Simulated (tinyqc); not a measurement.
UHF in the sto-6g basis, for BeH2, spin multiplicity 1, step by step (part 2 of 2). This run ends on a higher stationary point, not on the lowest solution. Computed by tinyqc, a small Python program that keeps every step (integrals from PySCF). Command: `OMP_NUM_THREADS=1 python tinyqc.py 21182 21183 out.jsonl` (the two numbers bound the seeds that draw the settings). One thread of a shared host (Intel(R) Xeon(R) Processor @ 2.60GHz), about 0.4 s of CPU time with the checks.

Geometry (angstrom):
```
atom,x,y,z
Be,0.00000,0.00000,0.00000
H,0.00000,1.88400,0.14000
H,0.00000,-1.88400,0.14000
```

## Iteration 2: diagonalisation and new density

F(alpha) (hartree):
```
,1Be 1s,1Be 2s,1Be 2px,1Be 2py,1Be 2pz,2H 1s,3H 1s
1Be 1s,-4.52293,-1.23920,0.00230,0.00000,0.00353,-0.10407,-0.10407
1Be 2s,-1.23920,-0.47188,-0.10933,0.00000,-0.01279,-0.23700,-0.23700
1Be 2px,0.00230,-0.10933,0.22331,0.00000,-0.00910,-0.04690,-0.04690
1Be 2py,0.00000,0.00000,0.00000,-0.04947,0.00000,-0.24666,0.24666
1Be 2pz,0.00353,-0.01279,-0.00910,0.00000,0.25428,-0.01761,-0.01761
2H 1s,-0.10407,-0.23700,-0.04690,-0.24666,-0.01761,-0.16192,0.00167
3H 1s,-0.10407,-0.23700,-0.04690,0.24666,-0.01761,0.00167,-0.16192
```

F(beta) (hartree):
```
,1Be 1s,1Be 2s,1Be 2px,1Be 2py,1Be 2pz,2H 1s,3H 1s
1Be 1s,-4.52293,-1.23920,-0.00230,0.00000,0.00353,-0.10407,-0.10407
1Be 2s,-1.23920,-0.47188,0.10933,0.00000,-0.01279,-0.23700,-0.23700
1Be 2px,-0.00230,0.10933,0.22331,0.00000,0.00910,0.04690,0.04690
1Be 2py,0.00000,0.00000,0.00000,-0.04947,0.00000,-0.24666,0.24666
1Be 2pz,0.00353,-0.01279,0.00910,0.00000,0.25428,-0.01761,-0.01761
2H 1s,-0.10407,-0.23700,0.04690,-0.24666,-0.01761,-0.16192,0.00167
3H 1s,-0.10407,-0.23700,0.04690,0.24666,-0.01761,0.00167,-0.16192
```

X:
```
,1,2,3,4,5,6,7
1Be 1s,0.00000,-0.50274,0.74128,0.00000,-0.39650,0.34023,0.00000
1Be 2s,0.00000,0.95807,-0.04976,0.00000,-0.04852,0.57176,0.00000
1Be 2px,0.00000,0.00000,0.00000,1.00000,0.00000,0.00000,0.00000
1Be 2py,0.98828,0.00000,0.00000,0.00000,0.00000,0.00000,0.58166
1Be 2pz,0.00000,0.06443,0.48809,0.00000,0.87049,0.03746,0.00000
2H 1s,-0.70251,-0.55191,-0.35231,0.00000,0.18928,0.34349,0.40914
3H 1s,0.70251,-0.55191,-0.35231,0.00000,0.18928,0.34349,-0.40914
```

D(alpha) after iteration 1:
```
,1Be 1s,1Be 2s,1Be 2px,1Be 2py,1Be 2pz,2H 1s,3H 1s
1Be 1s,1.01810,-0.08321,-0.06211,0.00000,-0.01061,-0.08052,-0.08052
1Be 2s,-0.08321,0.38532,0.19164,0.00000,0.03228,0.23237,0.23237
1Be 2px,-0.06211,0.19164,0.10027,0.00000,0.01709,0.11155,0.11155
1Be 2py,0.00000,0.00000,0.00000,0.38516,0.00000,0.22299,-0.22299
1Be 2pz,-0.01061,0.03228,0.01709,0.00000,0.00292,0.01857,0.01857
2H 1s,-0.08052,0.23237,0.11155,0.22299,0.01857,0.30048,-0.00803
3H 1s,-0.08052,0.23237,0.11155,-0.22299,0.01857,-0.00803,0.30048
```

D(beta) after iteration 1:
```
,1Be 1s,1Be 2s,1Be 2px,1Be 2py,1Be 2pz,2H 1s,3H 1s
1Be 1s,1.01810,-0.08321,0.06211,0.00000,-0.01061,-0.08052,-0.08052
1Be 2s,-0.08321,0.38532,-0.19164,0.00000,0.03228,0.23237,0.23237
1Be 2px,0.06211,-0.19164,0.10027,0.00000,-0.01709,-0.11155,-0.11155
1Be 2py,0.00000,0.00000,0.00000,0.38516,0.00000,0.22299,-0.22299
1Be 2pz,-0.01061,0.03228,-0.01709,0.00000,0.00292,0.01857,0.01857
2H 1s,-0.08052,0.23237,-0.11155,0.22299,0.01857,0.30048,-0.00803
3H 1s,-0.08052,0.23237,-0.11155,-0.22299,0.01857,-0.00803,0.30048
```

overlap S:
```
,1Be 1s,1Be 2s,1Be 2px,1Be 2py,1Be 2pz,2H 1s,3H 1s
1Be 1s,1.00000,0.25476,0.00000,0.00000,0.00000,0.02097,0.02097
1Be 2s,0.25476,1.00000,0.00000,0.00000,0.00000,0.26540,0.26540
1Be 2px,0.00000,0.00000,1.00000,0.00000,0.00000,0.00000,0.00000
1Be 2py,0.00000,0.00000,0.00000,1.00000,0.00000,0.34520,-0.34520
1Be 2pz,0.00000,0.00000,0.00000,0.00000,1.00000,0.02565,0.02565
2H 1s,0.02097,0.26540,0.00000,0.34520,0.02565,1.00000,0.00514
3H 1s,0.02097,0.26540,0.00000,-0.34520,0.02565,0.00514,1.00000
```

Diagonalise F' = X^T F X, C = X C', fill 3 alpha and 3 beta electrons from the bottom; D(s) = C_occ C_occ^T; the new density keeps 0.5 of the old one (damping). Each column has its largest component positive (the first on a tie).

F' = X^T F X (alpha) (hartree):
```
,1,2,3,4,5,6,7
1,0.47522,0.00000,0.00000,0.00000,0.00000,0.00000,0.06772
2,0.00000,-0.09265,0.94158,-0.05471,-0.51156,0.59643,0.00000
3,0.00000,0.94158,-2.26691,0.03576,1.42584,-1.52084,0.00000
4,0.00000,-0.05471,0.03576,0.22331,-0.02128,-0.09429,0.00000
5,0.00000,-0.51156,1.42584,-0.02128,-0.55166,0.86749,0.00000
6,0.00000,0.59643,-1.52084,-0.09429,0.86749,-1.43360,0.00000
7,0.06772,0.00000,0.00000,0.00000,0.00000,0.00000,-0.30631
```

orbital energies (alpha) (hartree): MO1 -4.52484, MO2 -0.34894, MO3 -0.31213, MO4 0.20299, MO5 0.25157, MO6 0.29772, MO7 0.48105

coefficients C (alpha):
```
,MO1,MO2,MO3,MO4,MO5,MO6,MO7
1Be 1s,0.99416,-0.18790,0.00000,-0.12953,0.05453,-0.17831,0.00000
1Be 2s,0.02256,0.61231,0.00000,0.55647,-0.20354,0.72327,0.00000
1Be 2px,-0.00002,0.18637,0.00000,0.69596,0.36238,-0.59125,0.00000
1Be 2py,0.00000,0.00000,0.49484,0.00000,0.00000,0.00000,1.03449
1Be 2pz,-0.00056,0.02883,0.00000,-0.16067,0.91180,0.37881,0.00000
2H 1s,-0.00286,0.41594,0.46783,-0.48535,0.04099,-0.41508,-0.66487
3H 1s,-0.00286,0.41594,-0.46783,-0.48535,0.04099,-0.41508,0.66487
```

F' = X^T F X (beta) (hartree):
```
,1,2,3,4,5,6,7
1,0.47522,0.00000,0.00000,0.00000,0.00000,0.00000,0.06772
2,0.00000,-0.09265,0.94158,0.05471,-0.51156,0.59643,0.00000
3,0.00000,0.94158,-2.26691,-0.03576,1.42584,-1.52084,0.00000
4,0.00000,0.05471,-0.03576,0.22331,0.02128,0.09429,0.00000
5,0.00000,-0.51156,1.42584,0.02128,-0.55166,0.86749,0.00000
6,0.00000,0.59643,-1.52084,0.09429,0.86749,-1.43360,0.00000
7,0.06772,0.00000,0.00000,0.00000,0.00000,0.00000,-0.30631
```

orbital energies (beta) (hartree): MO1 -4.52484, MO2 -0.34894, MO3 -0.31213, MO4 0.20299, MO5 0.25157, MO6 0.29772, MO7 0.48105

coefficients C (beta):
```
,MO1,MO2,MO3,MO4,MO5,MO6,MO7
1Be 1s,0.99416,-0.18790,0.00000,0.12953,0.05453,-0.17831,0.00000
1Be 2s,0.02256,0.61231,0.00000,-0.55647,-0.20354,0.72327,0.00000
1Be 2px,0.00002,-0.18637,0.00000,0.69596,-0.36238,0.59125,0.00000
1Be 2py,0.00000,0.00000,0.49484,0.00000,0.00000,0.00000,1.03449
1Be 2pz,-0.00056,0.02883,0.00000,0.16067,0.91180,0.37881,0.00000
2H 1s,-0.00286,0.41594,0.46783,0.48535,0.04099,-0.41508,-0.66487
3H 1s,-0.00286,0.41594,-0.46783,0.48535,0.04099,-0.41508,0.66487
```

D(alpha) after iteration 2:
```
,1Be 1s,1Be 2s,1Be 2px,1Be 2py,1Be 2pz,2H 1s,3H 1s
1Be 1s,1.02088,-0.08792,-0.04857,0.00000,-0.00829,-0.08076,-0.08076
1Be 2s,-0.08792,0.38037,0.15288,0.00000,0.02496,0.24349,0.24349
1Be 2px,-0.04857,0.15288,0.06750,0.00000,0.01123,0.09453,0.09453
1Be 2py,0.00000,0.00000,0.00000,0.31501,0.00000,0.22725,-0.22725
1Be 2pz,-0.00829,0.02496,0.01123,0.00000,0.00188,0.01528,0.01528
2H 1s,-0.08076,0.24349,0.09453,0.22725,0.01528,0.34618,-0.02694
3H 1s,-0.08076,0.24349,0.09453,-0.22725,0.01528,-0.02694,0.34618
```

D(beta) after iteration 2:
```
,1Be 1s,1Be 2s,1Be 2px,1Be 2py,1Be 2pz,2H 1s,3H 1s
1Be 1s,1.02088,-0.08792,0.04857,0.00000,-0.00829,-0.08076,-0.08076
1Be 2s,-0.08792,0.38037,-0.15288,0.00000,0.02496,0.24349,0.24349
1Be 2px,0.04857,-0.15288,0.06750,0.00000,-0.01123,-0.09453,-0.09453
1Be 2py,0.00000,0.00000,0.00000,0.31501,0.00000,0.22725,-0.22725
1Be 2pz,-0.00829,0.02496,-0.01123,0.00000,0.00188,0.01528,0.01528
2H 1s,-0.08076,0.24349,-0.09453,0.22725,0.01528,0.34618,-0.02694
3H 1s,-0.08076,0.24349,-0.09453,-0.22725,0.01528,-0.02694,0.34618
```

## Iteration 30 (converged): orbitals

converged F(alpha) (hartree):
```
,1Be 1s,1Be 2s,1Be 2px,1Be 2py,1Be 2pz,2H 1s,3H 1s
1Be 1s,-4.62044,-1.25299,0.00000,0.00000,0.00149,-0.10594,-0.10594
1Be 2s,-1.25299,-0.53113,0.00000,0.00000,-0.00733,-0.25360,-0.25360
1Be 2px,0.00000,0.00000,0.20569,0.00000,0.00000,0.00000,0.00000
1Be 2py,0.00000,0.00000,0.00000,-0.05291,0.00000,-0.25101,0.25101
1Be 2pz,0.00149,-0.00733,0.00000,0.00000,0.20498,-0.01390,-0.01390
2H 1s,-0.10594,-0.25360,0.00000,-0.25101,-0.01390,-0.16720,0.00353
3H 1s,-0.10594,-0.25360,0.00000,0.25101,-0.01390,0.00353,-0.16720
```

converged F(beta) (hartree):
```
,1Be 1s,1Be 2s,1Be 2px,1Be 2py,1Be 2pz,2H 1s,3H 1s
1Be 1s,-4.62044,-1.25299,0.00000,0.00000,0.00149,-0.10594,-0.10594
1Be 2s,-1.25299,-0.53113,0.00000,0.00000,-0.00733,-0.25360,-0.25360
1Be 2px,0.00000,0.00000,0.20569,0.00000,0.00000,0.00000,0.00000
1Be 2py,0.00000,0.00000,0.00000,-0.05291,0.00000,-0.25101,0.25101
1Be 2pz,0.00149,-0.00733,0.00000,0.00000,0.20498,-0.01390,-0.01390
2H 1s,-0.10594,-0.25360,0.00000,-0.25101,-0.01390,-0.16720,0.00353
3H 1s,-0.10594,-0.25360,0.00000,0.25101,-0.01390,0.00353,-0.16720
```

Diagonalise F' = X^T F X, C = X C', fill 3 alpha and 3 beta electrons from the bottom; D(s) = C_occ C_occ^T. Each column has its largest component positive (the first on a tie).

F' = X^T F X (alpha) (hartree):
```
,1,2,3,4,5,6,7
1,0.47690,0.00000,0.00000,0.00000,0.00000,0.00000,0.06988
2,0.00000,-0.12738,0.97967,0.00000,-0.53075,0.58261,0.00000
3,0.00000,0.97967,-2.33570,0.00000,1.42991,-1.54042,0.00000
4,0.00000,0.00000,0.00000,0.20569,0.00000,0.00000,0.00000
5,0.00000,-0.53075,1.42991,0.00000,-0.60071,0.88522,0.00000
6,0.00000,0.58261,-1.54042,0.00000,0.88522,-1.48403,0.00000
7,0.06988,0.00000,0.00000,0.00000,0.00000,0.00000,-0.31400
```

orbital energies (alpha) (hartree): MO1 -4.62188, MO2 -0.37047, MO3 -0.32013, MO4 0.19778, MO5 0.20569, MO6 0.24675, MO7 0.48302

coefficients C (alpha):
```
,MO1,MO2,MO3,MO4,MO5,MO6,MO7
1Be 1s,0.99499,-0.19832,0.00000,0.09281,0.00000,-0.19303,0.00000
1Be 2s,0.01941,0.66003,0.00000,-0.38413,0.00000,0.81613,0.00000
1Be 2px,0.00000,0.00000,0.00000,0.00000,1.00000,0.00000,0.00000
1Be 2py,0.00000,0.00000,0.49313,0.00000,0.00000,0.00000,1.03530
1Be 2pz,-0.00018,0.01501,0.00000,0.90218,0.00000,0.43287,0.00000
2H 1s,-0.00221,0.39808,0.46893,0.24896,0.00000,-0.60174,-0.66409
3H 1s,-0.00221,0.39808,-0.46893,0.24896,0.00000,-0.60174,0.66409
```

F' = X^T F X (beta) (hartree):
```
,1,2,3,4,5,6,7
1,0.47690,0.00000,0.00000,0.00000,0.00000,0.00000,0.06988
2,0.00000,-0.12738,0.97967,0.00000,-0.53075,0.58261,0.00000
3,0.00000,0.97967,-2.33570,0.00000,1.42991,-1.54042,0.00000
4,0.00000,0.00000,0.00000,0.20569,0.00000,0.00000,0.00000
5,0.00000,-0.53075,1.42991,0.00000,-0.60071,0.88522,0.00000
6,0.00000,0.58261,-1.54042,0.00000,0.88522,-1.48403,0.00000
7,0.06988,0.00000,0.00000,0.00000,0.00000,0.00000,-0.31400
```

orbital energies (beta) (hartree): MO1 -4.62188, MO2 -0.37047, MO3 -0.32013, MO4 0.19778, MO5 0.20569, MO6 0.24675, MO7 0.48302

coefficients C (beta):
```
,MO1,MO2,MO3,MO4,MO5,MO6,MO7
1Be 1s,0.99499,-0.19832,0.00000,0.09281,0.00000,-0.19303,0.00000
1Be 2s,0.01941,0.66003,0.00000,-0.38413,0.00000,0.81613,0.00000
1Be 2px,0.00000,0.00000,0.00000,0.00000,1.00000,0.00000,0.00000
1Be 2py,0.00000,0.00000,0.49313,0.00000,0.00000,0.00000,1.03530
1Be 2pz,-0.00018,0.01501,0.00000,0.90218,0.00000,0.43287,0.00000
2H 1s,-0.00221,0.39808,0.46893,0.24896,0.00000,-0.60174,-0.66409
3H 1s,-0.00221,0.39808,-0.46893,0.24896,0.00000,-0.60174,0.66409
```

D(alpha) after iteration 30:
```
,1Be 1s,1Be 2s,1Be 2px,1Be 2py,1Be 2pz,2H 1s,3H 1s
1Be 1s,1.02933,-0.11158,0.00000,0.00000,-0.00316,-0.08114,-0.08114
1Be 2s,-0.11158,0.43602,0.00000,0.00000,0.00990,0.26271,0.26271
1Be 2px,0.00000,0.00000,0.00000,0.00000,0.00000,0.00000,0.00000
1Be 2py,0.00000,0.00000,0.00000,0.24317,0.00000,0.23124,-0.23124
1Be 2pz,-0.00316,0.00990,0.00000,0.00000,0.00023,0.00597,0.00597
2H 1s,-0.08114,0.26271,0.00000,0.23124,0.00597,0.37837,-0.06142
3H 1s,-0.08114,0.26271,0.00000,-0.23124,0.00597,-0.06142,0.37837
```

D(beta) after iteration 30:
```
,1Be 1s,1Be 2s,1Be 2px,1Be 2py,1Be 2pz,2H 1s,3H 1s
1Be 1s,1.02933,-0.11158,0.00000,0.00000,-0.00316,-0.08114,-0.08114
1Be 2s,-0.11158,0.43602,0.00000,0.00000,0.00990,0.26271,0.26271
1Be 2px,0.00000,0.00000,0.00000,0.00000,0.00000,0.00000,0.00000
1Be 2py,0.00000,0.00000,0.00000,0.24317,0.00000,0.23124,-0.23124
1Be 2pz,-0.00316,0.00990,0.00000,0.00000,0.00023,0.00597,0.00597
2H 1s,-0.08114,0.26271,0.00000,0.23124,0.00597,0.37837,-0.06142
3H 1s,-0.08114,0.26271,0.00000,-0.23124,0.00597,-0.06142,0.37837
```

## Convergence

Stop when the energy changes by less than 1e-09 hartree and every element of the error matrix X^T (F D S - S D F) X (for each spin) is below 9e-06.

Course of the cycle:
```
iteration,E (hartree),change,largest element of the error matrix
1,-15.3816474,-,1.85e-01
2,-15.4572568,-7.56e-02,9.05e-02
3,-15.4990788,-4.18e-02,4.50e-02
4,-15.5238033,-2.47e-02,2.87e-02
5,-15.5383160,-1.45e-02,1.82e-02
6,-15.5471149,-8.80e-03,9.44e-03
7,-15.5530915,-5.98e-03,4.77e-03
8,-15.5565683,-3.48e-03,2.40e-03
9,-15.5584388,-1.87e-03,1.22e-03
10,-15.5594071,-9.68e-04,6.17e-04
11,-15.5598999,-4.93e-04,3.08e-04
12,-15.5601487,-2.49e-04,1.54e-04
13,-15.5602736,-1.25e-04,7.72e-05
14,-15.5603363,-6.26e-05,3.86e-05
...,...,...,...
17,-15.5603911,-7.84e-06,4.82e-06
18,-15.5603950,-3.92e-06,2.41e-06
19,-15.5603970,-1.96e-06,1.21e-06
20,-15.5603980,-9.81e-07,6.03e-07
21,-15.5603985,-4.90e-07,3.01e-07
22,-15.5603987,-2.45e-07,1.51e-07
23,-15.5603988,-1.23e-07,7.54e-08
24,-15.5603989,-6.13e-08,3.77e-08
25,-15.5603989,-3.06e-08,1.88e-08
26,-15.5603990,-1.53e-08,9.42e-09
27,-15.5603990,-7.66e-09,4.71e-09
28,-15.5603990,-3.83e-09,2.36e-09
29,-15.5603990,-1.92e-09,1.18e-09
30,-15.5603990,-9.58e-10,5.89e-10
```

PySCF UHF in the same basis, after a stability check = -15.5609245 hartree

Converged in 30 iterations. But the solution lies 0.00053 hartree above the reference: it is another stationary point, not the lowest one. Reruns (cap 100 unless said): DIIS 8: converged in 9 to a higher stationary point; damping 0.5: converged in 49 to a higher stationary point; level shift 0.5: converged in 46 to a higher stationary point; atomic densities as start, DIIS 8: converged in 8 to a higher stationary point.

## Populations, bond orders and dipole

Mulliken: Z minus the diagonal of D S on the atom; Loewdin: the same with S^(1/2) D S^(1/2); Mayer order: 2 sum_s sum (D(s) S)_ij (D(s) S)_ji over the two atoms.

Charges (e):
```
atom,Mulliken,Loewdin,Mulliken spin
1Be,0.10422,0.09421,0
2H,-0.05211,-0.04711,0
3H,-0.05211,-0.04711,0
```

Mayer bond orders:
```
pair,order
2-1,0.97705
3-1,0.97705
3-2,0.02023
```

dipole moment about the origin, x y z (debye): 0.00000  0.00000  -0.33430

<S^2> of the determinant (pure state: 0) = 0.00000
